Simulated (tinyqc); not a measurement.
## Mobility and doping from two currents

Inverse problem. A trap-free film with injecting contacts is fitted, with diffusion neglected, by J = q mu N V/Lf + (9/8) eps0 eps_r mu V^2/Lf^3. Find mu, N and the voltage at which both terms are equal.

Parameters, values chosen for the exercise:
- eps_r = 13.8 (relative permittivity)
- Lf = 620 nm (film thickness)

Constants: q = 1.602176634e-19 C, eps0 = 8.8541878128e-14 F/cm where lengths are in cm. Results are converted to the units shown.

J at 2.9 and 16 V (A/cm^2): 7.4068301  113.40030

Solution. J/V is a straight line in V: the slope gives mu and the intercept mu N.

mu = 0.06000 cm^2/(V s)
N = 1.000e16 cm^-3
crossover voltage = 4.480 V

Program tinyqc, `OMP_NUM_THREADS=1 python tinyqc.py 2730019 2730020 out.jsonl`; Intel Xeon 2.30GHz, shared host, one thread, about 3 s.
